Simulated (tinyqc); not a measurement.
Hydrostatic strain: sp3s* tight binding, strained.

sp3s* tight binding, nearest neighbours only: anion (a) at 0, cation (c) at a/4 (1,1,1), orbitals s, px, py, pz, s* on each; k in units of 2 pi/a. With phases e_j = exp(i (pi/2) k.n_j) for n = (1,1,1), (1,-1,-1), (-1,1,-1), (-1,-1,1): g0 = (e1+e2+e3+e4)/4, g1 = (e1+e2-e3-e4)/4, g2 = (e1-e2+e3-e4)/4, g3 = (e1-e2-e3+e4)/4. The diagonal holds the levels Esa, Epa, Exa (s*) and Esc, Epc, Exc. Anion-cation block: <sa|sc> = Vss g0; <sa|xc> = Vsapc g1; <xa|sc> = -Vscpa g1; <xa|xc> = Vxx g0; <xa|yc> = <ya|xc> = Vxy g3, <xa|zc> = <za|xc> = Vxy g2, <ya|zc> = <za|yc> = Vxy g1; <s*a|xc> = Vxapc g1; <xa|s*c> = -Vpaxc g1; y and z take g2 and g3 in place of g1; s-s* and s*-s* vanish.

Strain e moves each bond vector to d = (1 + e) d0 (no internal displacement for the diagonal strains used here) and k is given in fractions of the strained reciprocal cell, so the phases stay. Two-centre values Vss_sigma = Vss/4, Vsp_sigma = sqrt3 V/4 for each s-p and s*-p pair, Vpp_sigma = (Vxx + 2 Vxy)/4, Vpp_pi = (Vxx - Vxy)/4 are scaled by (d0/d)^eta and combined with the new direction cosines; the levels on the diagonal stay.

Inputs chosen for the exercise (near a published set for AlAs, fitted to gaps, whose masses and valley positions are rough; shifted at random, so the results belong to these values and not to a real crystal): Esa = -7.57 eV (s level of the anion); Epa = 0.988 eV (p level of the anion); Esc = -1.166 eV (s level of the cation); Epc = 3.578 eV (p level of the cation); Exa = 7.511 eV (s* level of the anion); Exc = 6.726 eV (s* level of the cation); Vss = -6.707 eV (s-s); Vxx = 1.865 eV (px-px); Vxy = 4.306 eV (px-py); Vsapc = 5.13 eV (s anion, p cation); Vscpa = 5.472 eV (s cation, p anion); Vxapc = 4.489 eV (s* anion, p cation); Vpaxc = 5.013 eV (p anion, s* cation); eta = 2.5 (scaling exponent).

exx = eyy = ezz = e. Gaps as measured from the top of the valence band; the deformation potentials are (gap(0.01) - gap(-0.01))/0.06.

Gaps (eV):
```
e       Gamma   Delta       L  x of the minimum
-0.03  3.6565  2.2943  2.9615             0.811
-0.02  3.4467  2.2880  2.8665             0.816
-0.01  3.2452  2.2819  2.7716             0.820
0.00   3.0517  2.2759  2.6779             0.824
0.01   2.8658  2.2698  2.5861             0.827
0.02   2.6873  2.2634  2.4967             0.829
0.03   2.5157  2.2564  2.4097             0.831
```

gap deformation potentials (eV): Gamma -6.322, Delta -0.201, L -3.092

How do the results move, and what explains it?

Per unit of volume strain the gaps move by -6.32 (Gamma), -0.20 (Delta) and -3.09 eV (L). The lowest valley stays the Delta line over the range. These potentials follow from the one exponent eta, which fitted models replace by one for each integral; with it the sizes are rough, the sign for Delta can be wrong (in Si, Ge and the III-V crystals measured values are small and positive), and the pressures at which valleys cross, and which valley takes over, are rough too. A gap of zero, where one is listed, marks an s level that has sunk below the valence top.

Computed by tinyqc, a small Python program: `OMP_NUM_THREADS=1 python tinyqc.py 1450839 1450840 out.jsonl` (the numbers bound the seed that draws the inputs); one thread of a shared host (Intel(R) Xeon(R) Processor @ 2.30GHz), about 0.07 s for the whole set of steps.
